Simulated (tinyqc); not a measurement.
From results back to parameters: deformation-potential model of the L valleys of a conduction band. Three cases, with inputs chosen for the exercise.

Problem. An ellipsoidal valley with ml > mt has the density-of-states mass m_d = (ml mt^2)^(1/3) and, averaged over equivalent valleys, the conductivity mass m_c = 3/(1/ml + 2/mt).

Find: K = ml/mt; mt; ml.

Method. With K = ml/mt, m_d/m_c = K^(1/3) (2 + 1/K)/3, which rises steadily for K > 1 and so fixes K; then mt = m_d K^(-1/3) and ml = K mt.

Case 1.

m_d = 0.2163744 m0
m_c = 0.1183944 m0

Solution.

K = ml/mt = 19.062
mt = 0.081 m0
ml = 1.544 m0

Case 2.

m_d = 0.2207241 m0
m_c = 0.1185701 m0

Solution.

K = ml/mt = 20.235
mt = 0.081 m0
ml = 1.639 m0

Case 3.

m_d = 0.2164114 m0
m_c = 0.1156862 m0

Solution.

K = ml/mt = 20.557
mt = 0.079 m0
ml = 1.624 m0

Computed by tinyqc, one run a case: `OMP_NUM_THREADS=1 python tinyqc.py N N+1 out.jsonl` with N = 1050792, 1050798, 1050803; one thread of a shared Intel(R) Xeon(R) Processor @ 2.30GHz, about 0.05 s a run at most.
